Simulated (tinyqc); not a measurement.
Inside a calculation. Method: sp3 tight binding, zinc-blende lattice. One step of it, computed by the program tinyqc.

Question. Bloch Hamiltonian at k. Slater-Koster rules over the four bonds with direction cosines (l, m, n): ss V_ss; s-px l V_sp; px-s -l V_sp; px-px l^2 V_pps + (1 - l^2) V_ppp; px-py l m (V_pps - V_ppp); each times exp(i k.d).

Parameters chosen for this model: zinc-blende lattice, anion at 0, cation at a/4 (1,1,1); V = eta hbar^2 / (m d^2), hbar^2/m = 7.619964 eV angstrom^2:
```
parameter          value      unit
a               5.850000  angstrom
d               2.533124  angstrom
Es anion      -15.230000        eV
Ep anion       -6.760000        eV
Es cation     -15.230000        eV
Ep cation      -6.760000        eV
eta ss         -1.550000
eta sp          1.600000
eta pp sigma    2.140000
eta pp pi      -0.630000
V ss           -1.840652        eV
V sp            1.900028        eV
V pp sigma      2.541287        eV
V pp pi        -0.748136        eV
```

k point k (2 pi / a): -0.120000  -0.340000  0.530000

Give: H(k) at k.

Answer.

H(k) at k (eV), lower triangle (Hermitian):
```
                  a s             a px             a py            a pz
a s          -15.2300
a px           0.0000          -6.7600
a py           0.0000           0.0000          -6.7600
a pz           0.0000           0.0000           0.0000         -6.7600
c s   -4.1895-0.5194i  -1.6228-0.4763i  -0.5234-1.4766i  0.2817+2.7440i
c px   1.6228+0.4763i   0.7929+0.0983i  -0.2816-2.7427i  0.5232+1.4760i
c py   0.5234+1.4766i  -0.2816-2.7427i   0.7929+0.0983i  1.6221+0.4761i
c pz  -0.2817-2.7440i   0.5232+1.4760i   1.6221+0.4761i  0.7929+0.0983i

           c s     c px     c py     c pz
c s   -15.2300
c px    0.0000  -6.7600
c py    0.0000   0.0000  -6.7600
c pz    0.0000   0.0000   0.0000  -6.7600
```
